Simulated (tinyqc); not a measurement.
## Contact resistivity and sheet resistance from two contact lengths

Problem. Rc = [sqrt(rc Rsh)/Wc] coth(Lc/(2 LT)), LT = sqrt(rc/Rsh), Wc = 24 nm; the second contact is twice as long as the first. Find LT, rc and Rsh.

Rc for Lc = 28 and 56 nm (ohm): 225.460437  158.726627

Solution. With t = tanh(Lc/(2 LT)) for the shorter contact, the resistance of the longer over that of the shorter is (1 + t^2)/2. Then sqrt(rc Rsh) = Rc t Wc, and rc and Rsh follow by multiplying and dividing by LT.

LT = 18.52 nm
rc = 6.400e-10 ohm cm^2
Rsh = 186.7 ohm

Computed by the program tinyqc: `OMP_NUM_THREADS=1 python tinyqc.py 2170073 2170074 out.jsonl`, one thread of a shared Intel Xeon 2.30GHz, about 0.04 s for the whole run.
